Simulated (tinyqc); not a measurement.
Inside a calculation: band offset of a heterojunction with an interface dipole (two-band chains, self-consistent charge). Values are carried at full precision from step to step, so a last printed digit may differ when a step is redone from the rounded ones.

Sites alternate A, C. Left: A at -G1/2, C at +G1/2, hopping -t1; right: A at D - G2/2, C at D + G2/2, hopping -t2; the bonds across the two interfaces of a ring (C left to A right, C right to A left) have -sqrt(t1 t2). D is the offset of the mid-gaps, so Ev(right) - Ev(left) = D - (G2 - G1)/2 and Ec(right) - Ec(left) = D + (G2 - G1)/2. The closing bond has its sign reversed (antiperiodic ring). Half the levels are filled with two electrons each. The charge moved is q = (electrons on the left) less one a site; the mean over the two interfaces, q/2, is taken as the charge that crosses each, and its dipole opposes the offset: D = D0 - u q/2.

Values chosen for the exercise (gaps near those of InGaAs and InP; the chains and D0 are free models, so the offsets are not those of the real pair; the results hold for these values, not for the real material): G1 = 0.73 eV (gap on the left); G2 = 1.36 eV (gap on the right); t1 = 2.06 eV (hopping on the left); t2 = 2 eV (hopping on the right); D0 = -0.56 eV (mid-gap of the right side above that of the left, without dipole); n = 2 (cells a side in the small ring); u = 2.5 eV (potential step per electron moved across); mx = 0.2 (mixing).

## The small ring at D = D0

Fill in H.

H (eV), lower triangle:
```
,AL1,CL1,AL2,CL2,AR1,CR1,AR2,CR2
AL1,-0.3650
CL1,-2.0600,0.3650
AL2,0,-2.0600,-0.3650
CL2,0,0,-2.0600,0.3650
AR1,0,0,0,-2.0298,-1.2400
CR1,0,0,0,0,-2.0000,0.1200
AR2,0,0,0,0,0,-2.0000,-1.2400
CR2,2.0298,0,0,0,0,0,-2.0000,0.1200
```

## Levels and site charges

Diagonalise, fill the lower half with two electrons each, and sum the electrons on the left (L) less one a site.

levels (eV): -4.2556  -3.9220  -2.0937  -1.7376  1.2764  1.4333  3.3253  3.7339

electrons on the sites: AL1 1.1402, CL1 0.7825, AL2 1.1502, CL2 0.7545, AR1 1.3088, CR1 0.7622, AR2 1.3023, CR2 0.7992

q = -0.1725 electrons

Electrons move to the right, the side whose mid-gap lies lower.

## Self-consistent offset

From here on the ring has 24 cells a side.

Start at D = D0; D(out) = D0 - u q(D)/2; D(new) = D + mx (D(out) - D); stop when |D(out) - D| < 1e-7 eV.

Iterations:
```
i,D (eV),q,D(out) (eV),D(out) - D
0,-0.56000,-0.30354,-0.18057,0.379
1,-0.48411,-0.25900,-0.23625,0.248
2,-0.43454,-0.23078,-0.27153,0.163
3,-0.40194,-0.21254,-0.29432,0.108
4,-0.38042,-0.20063,-0.30921,0.0712
5,-0.36618,-0.19280,-0.31900,0.0472
6,-0.35674,-0.18763,-0.32546,0.0313
7,-0.35049,-0.18421,-0.32973,0.0208
8,-0.34634,-0.18195,-0.33256,0.0138
...,...,...,...,...
33,-0.33814,-0.17749,-0.33814,4.95e-07
34,-0.33814,-0.17749,-0.33814,3.29e-07
35,-0.33814,-0.17749,-0.33814,2.18e-07
36,-0.33814,-0.17749,-0.33814,1.45e-07
37,-0.33814,-0.17749,-0.33814,9.63e-08
```

D = -0.3381 eV

Converged at i = 37: the dipole removes 40 % of the starting offset.

## Linear response

chi = (q(+h) - q(-h))/(2h) at D = 0 with h = 0.01 eV; S = 1/(1 + u chi/2); linear estimate D = S D0.

chi = 0.51582 1/eV
S = 0.6080
linear estimate of D = -0.3405 eV

The self-consistent value is -0.3381 eV, +2.3 meV from the estimate. At D = 0 no net charge crosses: the mid-gaps are the neutrality levels of these symmetric chains.

## The line-up

Ev(right) - Ev(left) = D - (G2 - G1)/2 and Ec(right) - Ec(left) = D + (G2 - G1)/2, for D0, for the self-consistent D and for D = 0. Type I: the offsets have opposite signs; type III: one valence edge lies above the other conduction edge; else type II.

Offsets (eV):
```
case,D,valence,conduction,type
no dipole,-0.560,-0.875,-0.245,type II (staggered)
self-consistent,-0.338,-0.653,-0.023,type II (staggered)
neutrality levels aligned,0.000,-0.315,0.315,type I (straddling)
```

The dipole shifts both offsets alike and leaves the type.

## Checks

- q at D = 0 against zero, as particle-hole symmetry demands: both 0.000000.
- q at the self-consistent D on 24 against 48 cells a side: both -0.1775.

Run: tinyqc, `OMP_NUM_THREADS=1 python tinyqc.py 1481474 1481475 out.jsonl`; Intel(R) Xeon(R) Processor @ 2.30GHz, one thread, shared host; about 0.4 s of CPU time with all checks.
